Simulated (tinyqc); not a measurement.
sp3s* tight binding: sweeps and comparisons. A value that a table varies takes the place of the one given here.

sp3s* tight binding, nearest neighbours only: anion (a) at 0, cation (c) at a/4 (1,1,1), orbitals s, px, py, pz, s* on each; k in units of 2 pi/a. With phases e_j = exp(i (pi/2) k.n_j) for n = (1,1,1), (1,-1,-1), (-1,1,-1), (-1,-1,1): g0 = (e1+e2+e3+e4)/4, g1 = (e1+e2-e3-e4)/4, g2 = (e1-e2+e3-e4)/4, g3 = (e1-e2-e3+e4)/4. The diagonal holds the levels Esa, Epa, Exa (s*) and Esc, Epc, Exc. Anion-cation block: <sa|sc> = Vss g0; <sa|xc> = Vsapc g1; <xa|sc> = -Vscpa g1; <xa|xc> = Vxx g0; <xa|yc> = <ya|xc> = Vxy g3, <xa|zc> = <za|xc> = Vxy g2, <ya|zc> = <za|yc> = Vxy g1; <s*a|xc> = Vxapc g1; <xa|s*c> = -Vpaxc g1; y and z take g2 and g3 in place of g1; s-s* and s*-s* vanish.

Parameters, chosen for this exercise (near a published set for Si, fitted to gaps, whose masses and valley positions are rough; the results hold for these values, not for the real material): Esa = -4.239 eV (s level of the anion); Epa = 1.733 eV (p level of the anion); Esc = -4.239 eV (s level of the cation); Epc = 1.733 eV (p level of the cation); Exa = 6.607 eV (s* level of the anion); Exc = 6.607 eV (s* level of the cation); Vss = -8.397 eV (s-s); Vxx = 1.706 eV (px-px); Vxy = 4.643 eV (px-py); Vsapc = 5.775 eV (s anion, p cation); Vscpa = 5.775 eV (s cation, p anion); Vxapc = 5.324 eV (s* anion, p cation); Vpaxc = 5.324 eV (p anion, s* cation); eta = 2 (scaling exponent); D001 = 0.81 (ratio -ezz/exx).

## What the s* orbital does

The s* couplings Vxapc and Vpaxc are scaled by f; f = 0 is the plain sp3 model. Gaps from the top of the valence band at Gamma; the Delta value is the minimum on (x,0,0), 0.5 <= x <= 1.

Gaps (eV):

| f | Gamma | Delta | L | x of the minimum |
|---|---|---|---|---|
| 0.00 | 3.4120 | 4.0798 | 4.0262 | 0.500 |
| 0.25 | 3.4120 | 3.7871 | 3.8373 | 0.500 |
| 0.50 | 3.4120 | 3.1280 | 3.4162 | 0.554 |
| 0.75 | 3.4120 | 2.1824 | 2.9416 | 0.695 |
| 0.90 | 3.4120 | 1.5757 | 2.6662 | 0.721 |
| 1.00 | 3.4120 | 1.1707 | 2.4914 | 0.730 |
| 1.10 | 3.4120 | 0.7685 | 2.1087 | 0.734 |

The gap at Gamma stays, since g1 to g3 vanish there. From f = 0 to 1 the s* levels lower the Delta value by 2.909 eV and L by 1.535 eV. For f = 0 and 0.25 the least value lies at x = 0.5, the end of the range: any valley further out lies above that value until s* has lowered it enough. The lowest of the three is Gamma at f = 0 and the Delta line at f = 1.

## Hydrostatic strain (sp3s* tight binding, strained)

Strain e moves each bond vector to d = (1 + e) d0 (no internal displacement for the diagonal strains used here) and k is given in fractions of the strained reciprocal cell, so the phases stay. Two-centre values Vss_sigma = Vss/4, Vsp_sigma = sqrt3 V/4 for each s-p and s*-p pair, Vpp_sigma = (Vxx + 2 Vxy)/4, Vpp_pi = (Vxx - Vxy)/4 are scaled by (d0/d)^eta and combined with the new direction cosines; the levels on the diagonal stay.

exx = eyy = ezz = e. Gaps as measured from the top of the valence band; the deformation potentials are (gap(0.01) - gap(-0.01))/0.06.

Gaps (eV):

| e | Gamma | Delta | L | x of the minimum |
|---|---|---|---|---|
| -0.03 | 3.6263 | 1.1891 | 2.5561 | 0.719 |
| -0.02 | 3.5527 | 1.1832 | 2.5465 | 0.722 |
| -0.01 | 3.4813 | 1.1771 | 2.5367 | 0.726 |
| 0.00 | 3.4120 | 1.1707 | 2.4914 | 0.730 |
| 0.01 | 3.3448 | 1.1642 | 2.3884 | 0.733 |
| 0.02 | 3.2795 | 1.1575 | 2.2882 | 0.737 |
| 0.03 | 3.2161 | 1.1507 | 2.1908 | 0.740 |

gap deformation potentials (eV): Gamma -2.275, Delta -0.214, L -2.471

Per unit of volume strain the gaps move by -2.28 (Gamma), -0.21 (Delta) and -2.47 eV (L). The lowest valley stays the Delta line over the range. These potentials follow from the one exponent eta, which fitted models replace by one for each integral; with it the sizes are rough, the sign for Delta can be wrong (in Si, Ge and the III-V crystals measured values are small and positive), and the pressures at which valleys cross, and which valley takes over, are rough too. A gap of zero, where one is listed, marks an s level that has sunk below the valence top.

## Biaxial strain splits the top of the valence band (sp3s* tight binding, strained)

No spin-orbit coupling; k = 0; exx = eyy = e, ezz = -D001 e. The four bonds keep equal lengths, and the sums over them give Vxx(e) for px and py and Vzz(e) for pz; each level is the lower root of [[Epa, V], [V, Epc]], and the s level the upper root of the s block. The shear potential b follows from E(x,y) - E(z) = 3 b (exx - ezz), taken as the slope between e = -0.005 and 0.005.

Couplings and levels at Gamma (eV):

| e | ezz | Vxx(e) | Vzz(e) | E(x,y) | E(z) | E(x,y) - E(z) (meV) | upper s level |
|---|---|---|---|---|---|---|---|
| -0.020 | 0.0162 | 1.6175 | 1.9637 | 0.1155 | -0.2307 | 346.2 | 4.2903 |
| -0.010 | 0.0081 | 1.6626 | 1.8332 | 0.0704 | -0.1002 | 170.6 | 4.2244 |
| -0.005 | 0.0040 | 1.6845 | 1.7692 | 0.0485 | -0.0362 | 84.7 | 4.1913 |
| 0.005 | -0.0040 | 1.7270 | 1.6436 | 0.0060 | 0.0894 | -83.4 | 4.1246 |
| 0.010 | -0.0081 | 1.7476 | 1.5820 | -0.0146 | 0.1510 | -165.6 | 4.0912 |
| 0.020 | -0.0162 | 1.7875 | 1.4614 | -0.0545 | 0.2716 | -326.1 | 4.0240 |

b = -3.095 eV

Under tension in the plane (e > 0) the bonds tilt towards the plane, Vxx grows to 1.7476 and Vzz falls to 1.5820 eV at e = 0.01, and the pz state forms the top of the valence band, by 165.6 meV; under compression (e = -0.01) the px, py pair does, by 170.6 meV. The slope gives b = -3.10 eV, a rough value, since on-site strain terms are left out (measured values lie near -2 eV).

## What each parameter does

Gaps from the top of the valence band at Gamma; Delta is the minimum on (x,0,0), 0.5 <= x <= 1. A change on one sublattice alone makes the two atoms unequal. Each row changes one parameter from the base and keeps the others.

Results:

| case | Ev (eV) | gap Gamma (eV) | gap Delta (eV) | gap L (eV) |
|---|---|---|---|---|
| base | 0.0270 | 3.4120 | 1.1707 | 2.4914 |
| Exc = 6.807 eV | 0.0270 | 3.4120 | 1.2068 | 2.4987 |
| Esc = -4.539 eV | 0.0270 | 3.4120 | 1.1456 | 2.3895 |
| Vsapc = 5.575 eV | 0.0270 | 3.4120 | 1.1181 | 2.4038 |
| Epc = 1.433 eV | -0.1296 | 3.4252 | 1.2562 | 2.5848 |
| Vscpa = 5.475 eV | 0.0270 | 3.4120 | 1.0897 | 2.3546 |
| Vxy = 4.843 eV | 0.0270 | 3.4120 | 1.1707 | 2.4588 |

The largest shifts from the base row, up to three for each result and ties (the steps differ in size, so this ranks the rows, not the parameters). Ev (eV): Epc -0.1566; unchanged at the printed digits by Exc, Esc, Vsapc, Vscpa and Vxy. gap Gamma (eV): Epc +0.0132; unchanged at the printed digits by Exc, Esc, Vsapc, Vscpa and Vxy. gap Delta (eV): Epc +0.0854, Vscpa -0.0811, Vsapc -0.0527; unchanged at the printed digits by Vxy. gap L (eV): Vscpa -0.1368, Esc -0.1019, Epc +0.0934. Exc, Vsapc, Vscpa and Vxy cannot move Ev or the gap at Gamma, whose blocks do not hold them; s parameters never move Ev, and move the gap only where the lowest empty level at Gamma is s-like.

Run: tinyqc, `OMP_NUM_THREADS=1 python tinyqc.py 1452242 1452243 out.jsonl`; Intel(R) Xeon(R) Processor @ 2.30GHz, one thread, shared host; about 0.07 s of CPU time with all checks.
